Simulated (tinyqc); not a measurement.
Free-carrier optics of a doped semiconductor (Drude model with one polar phonon): one step. Dielectric function at one energy. Three cases, with inputs chosen for the exercise.

Question. Insert the numbers.

eps(E) = ei [1 - Ep^2/(E^2 + i E Gam)] + (es - ei) wT^2/(wT^2 - E^2 - i E gT), with Ep^2 = 8 pi c (e^2/(4 pi eps0)) N/(m ei), c = hbar^2/2m0, N in 1/angstrom^3 (1e-24 per 1/cm^3); Gam = hbar/tau, tau = mu m m0/e with m0/e = 5.685630e-12 kg/C and mu in m^2/(V s). Energies in meV.

Case 1.

Values chosen (mass and dielectric values near those of SiC; N and mu are free inputs; interband absorption and the rise of the mass with filling are left out; not measured data):
- E = 213.4 meV (photon energy)
- ei = 6.65 (high-frequency dielectric constant)
- wT = 98.9 meV (TO phonon)
- es = 9.9 (static dielectric constant)
- gT = 0.7 meV (phonon damping)

Ep = 176.7993 meV
Gam = 26.4430 meV

Case 2.

Values chosen (mass and dielectric values near those of GaAs; N and mu are free inputs; interband absorption and the rise of the mass with filling are left out; not measured data):
- E = 25.7 meV (photon energy)
- ei = 11.09 (high-frequency dielectric constant)
- wT = 32.9 meV (TO phonon)
- es = 13.1 (static dielectric constant)
- gT = 0.5 meV (phonon damping)

Ep = 22.5670 meV
Gam = 5.1098 meV

Case 3.

Values chosen (mass and dielectric values near those of InP; N and mu are free inputs; interband absorption and the rise of the mass with filling are left out; not measured data):
- E = 191.1 meV (photon energy)
- ei = 9.78 (high-frequency dielectric constant)
- wT = 38.4 meV (TO phonon)
- es = 12.81 (static dielectric constant)
- gT = 0.6 meV (phonon damping)

Ep = 77.9346 meV
Gam = 2.5189 meV

Give: free-carrier term; eps.

Answer.

Case 1.

free-carrier term = -4.4955+0.5570i
eps = 1.2655+0.5608i

Case 2.

free-carrier term = -8.2257+1.6355i
eps = 8.0160+1.7924i

Case 3.

free-carrier term = -1.6263+0.0214i
eps = 8.0262+0.0219i

Computed by tinyqc, one run a case: `OMP_NUM_THREADS=1 python tinyqc.py N N+1 out.jsonl` with N = 1652732, 1680171, 1680187; one thread of a shared Intel(R) Xeon(R) Processor @ 2.30GHz, about 0.01 s a run at most.
